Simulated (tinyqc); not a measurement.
Inside a calculation: Landau levels of bilayer graphene. Values are carried at full precision from step to step, so a last printed digit may differ when a step is redone from the rounded ones.

In a field B along z: l = 1/sqrt((e/hbar) B) is the magnetic length, n_B = B/(h/e) the number of states per area in one level, hbar wc = 2 muB B/m for mass m in m0; 1/angstrom^2 = 1e16/cm^2.

Constants: e/hbar = 1.519267448e-05 1/(T angstrom^2); h/e = 413566.7697 T angstrom^2; muB = 5.788381798e-05 eV/T; e^2/h = 3.874045865e-05 S.

Parameters, chosen for this exercise (near those of bilayer graphene; the results hold for these values, not for the real material): B = 12.5 T (magnetic field); n = 1.9 x 1e11/cm^2 (electron sheet density); hv = 6.87 eV angstrom (hbar v); g1 = 0.406 eV (interlayer hopping).

## Scales set by the field

Give l, n_B and the filling factor nu = n/n_B.

l = 72.57 angstrom
n_B = 3.0225 x 1e11/cm^2
nu = 0.629

## The lowest levels

Four-band model without bias: with w = sqrt(2) hv/l, E_N^2 = [g1^2 + (2N - 1) w^2 - sqrt(g1^4 + 2 (2N - 1) g1^2 w^2 + w^4)]/2 for N >= 2, and E = 0 for N = 0, 1. The two-band limit is hbar wc sqrt(N (N - 1)) with hbar wc = w^2/g1. Each level is fourfold; of the eight zero-energy states half belong to the electrons.

List the eight lowest, in meV, with the gap to the next.

Levels:
```
label  E (meV)  gap above (meV)
0,1      0.000           54.594
2       54.594           33.821
3       88.414           29.709
4      118.123           27.013
5      145.136           24.991
6      170.127           23.382
7      193.509           22.057
8      215.566           20.938
```

The largest of these gaps, 54.59 meV, first occurs above level 0,1 and is kB T at 634 K.

## Where EF lies

The zero level takes 4 n_B electrons and each higher level 4 n_B. At zero temperature and without broadening EF sits in the partly filled level.

Fill the listed levels in order up to nu; give the partly filled level, its energy and its filled share.

level: 0,1

EF = 0.000 meV
filled share = 0.157

## Fields of the Hall plateaus

A plateau is centred where nu = n/n_B equals 4, 8, 12, 16, 20, 24; there rho_xy = h/(nu e^2).

Plateaus:
```
nu  B (T)  1/B (1/T)  rho_xy (kohm)
4   1.964     0.5091         6.4532
8   0.982     1.0181         3.2266
12  0.655     1.5272         2.1511
16  0.491     2.0362         1.6133
20  0.393     2.5453         1.2906
24  0.327     3.0543         1.0755
```

## Checks

- Level 2 from the four-band matrix in 40 oscillator states against the formula, meV: both 54.594.

Run: tinyqc, `OMP_NUM_THREADS=1 python tinyqc.py 1250525 1250526 out.jsonl`; Intel(R) Xeon(R) Processor @ 2.30GHz, one thread, shared host; about 0.01 s of CPU time with all checks.
